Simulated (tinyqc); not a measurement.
Worked calculation: ballistic transport through the one-dimensional subbands of a rectangular nanowire or nanosheet channel. Computed by tinyqc, a small Python program that keeps every step. Command: `OMP_NUM_THREADS=1 python tinyqc.py 3028745 3028746 out.jsonl wire walk`. One thread of a shared host (Intel(R) Xeon(R) Processor @ 2.30GHz), about 0.02 s of CPU time with the checks. Intermediate numbers are printed to about 7 digits and carried at full precision; extremes and crossings named in words are read from the listed rows.

Hard walls, parabolic subbands, transport along x. Energies are counted from the bulk conduction band edge at the top of the barrier, which the gate pulls down by U; the source Fermi level lies at the bulk edge when U = 0.

Inputs (values chosen for the exercise, modelled on silicon):
```
quantity                                   value  unit
light mass m_t                              0.19   m_0
heavy mass m_l                             0.932   m_0
height a                                     4.1    nm
width b                                      6.7    nm
equivalent oxide thickness t                 1.3    nm
gate voltage above flat band V_G            0.97     V
drain voltage V_D                           0.01     V
temperature T                                300     K
mean free path for back-scattering lambda    100    nm
channel length L                              99    nm
```

Valleys: silicon [100] wire.

Constants: hbar^2/(2 m_0) = 3.80998212 eV angstrom^2; k_B = 8.617333262e-05 eV/K; m_0 = 9.1093837015e-31 kg; k_B = 1.380649e-23 J/K; hbar = 1.054571817e-34 J s; eps_0 = 8.8541878128e-12 F/m; e = 1.602176634e-19 C; h = 6.62607015e-34 J s.

## Subbands

E_pq = (hbar^2 pi^2/2)(p^2/(m_y b^2) + q^2/(m_z a^2)); valley pairs: (m_x, m_y, m_z) = (m_t, m_t, m_l), (m_t, m_l, m_t), (m_l, m_t, m_t), each with degeneracy g = 2; the 10 lowest subbands are kept.

Subbands:
```
valley axis  p  q   E (meV)  m_x (m_0)
z            1  1   68.0894      0.190
y            1  1  126.7217      0.190
z            1  2  140.0941      0.190
y            2  1  153.6854      0.190
x            1  1  161.8218      0.932
y            3  1  198.6248      0.190
z            2  1  200.3532      0.190
z            1  3  260.1017      0.190
y            4  1  261.5399      0.190
z            2  2  272.3578      0.190
```

The second subband lies 58.6 meV, or 2.27 k_B T, above the first; the lowest belongs to the valleys with the heavy mass across the height.

## Self-consistent barrier

F_j(eta) = (1/Gamma(j + 1)) int_0^infinity x^j/(1 + exp(x - eta)) dx, F_0 = ln(1 + exp(eta)). Integrals over x = E/(k_B T) use 160 Gauss-Legendre points in u = sqrt(x) from 0 to sqrt(max(eta, 0) + 32). With degeneracy g = 2, eta_i = (U - E_i)/(k_B T) and u = e V_D/(k_B T): line density n = sum_i g sqrt(2 m_x k_B T/pi)/(2 hbar) [F_-1/2(eta_i) + F_-1/2(eta_i - u)]; gate: e n = C_ox (V_G - U/e), C_ox = 3.9 eps_0 2 (a + b)/t (flat-plate estimate); I = (2 e k_B T/h) sum_i g [F_0(eta_i) - F_0(eta_i - u)].

C_ox = 573.7514 aF/micrometre

U = 169.7164 meV

Occupation:
```
subband      eta_i  n_i (1/nm)  I_i (microampere)
1         3.931108   0.8519159           1.513372
2         1.663110   0.5005430           1.258940
3         1.145845   0.4076484           1.117354
4         0.620110   0.3152215           0.937168
5         0.305380   0.5834417           0.818008
6        -1.118224   0.0930866           0.329778
7        -1.185081   0.0879667           0.312790
8        -3.496260   0.0101226           0.037985
9        -3.551890   0.0095842           0.035978
10       -3.970344   0.0063444           0.023868
```

line density n = 2.865875 1/nm

ballistic current I = 6.385242 microampere

mean velocity I/(e n) = 0.1390624 1e7 cm/s

5 of the subbands lie below the source Fermi level; the lowest carries 24 % of the current with 30 % of the charge. The gate spends 17 % of V_G on moving the bands.

## Conductance, capacitance and scattering

Linear conductance G = (2 e^2/h) sum_i g f(eta_i), g = 2, f = 1/(1 + exp(-eta_i)), with the barrier frozen at the eta_i above; current per perimeter I/(2(a + b)); with scattering, transmission lambda/(lambda + L) and low-bias resistance (1 + L/lambda)/G.

open modes sum g f = 8.724902

ballistic conductance = 676.0134 microsiemens

current per perimeter = 295.6130 microampere/micrometre

transmission = 0.5025126

low-bias resistance with scattering = 2.943729 kiloohm

Even without scattering the wire has h/(2 e^2 M) = 1.48 kiloohm, which sits in the contacts.

## Gate sweep

Open modes are sum_i g/(1 + exp(-eta_i)). The last column is e dn/dV_G over C_ox, taken up to the next row.

Against the gate voltage:
```
V_G (V)    U (meV)      n (1/nm)  I (microampere)    open modes      C_g/C_ox
-0.230   -230.0012  4.259650e-06     1.568366e-05  2.440868e-05  5.559826e-04
-0.130   -130.0568  2.033612e-04     7.486909e-04  1.165127e-03  3.771916e-02
-0.012    -16.5076  1.614222e-02     5.900332e-02  9.138860e-02  4.391918e-01
0.120      57.5190  2.237490e-01     7.482243e-01  1.106388e+00  7.283295e-01
0.220      84.6861  4.845692e-01     1.479756e+00  2.127490e+00  8.162281e-01
0.350     108.5764  8.645558e-01     2.417724e+00  3.426982e+00  8.665983e-01
0.490     127.2527  1.299025e+00     3.406314e+00  4.788399e+00  8.964345e-01
0.650     143.8231  1.812657e+00     4.482213e+00  6.239512e+00  9.144057e-01
0.820     158.3742  2.369331e+00     5.535542e+00  7.626194e+00  9.250186e-01
1.000     171.8708  2.965592e+00     6.546805e+00  8.932260e+00             -
```

Between the first two rows the current rises one decade per 60 mV, against the limit ln(10) k_B T/e = 60 mV. Above threshold C_g/C_ox lies between 0.73 and 0.93: the quantum capacitance in series costs a visible part.

Checks made by the program: density of the lowest subband against a direct sum over k (relative difference 1e-09).
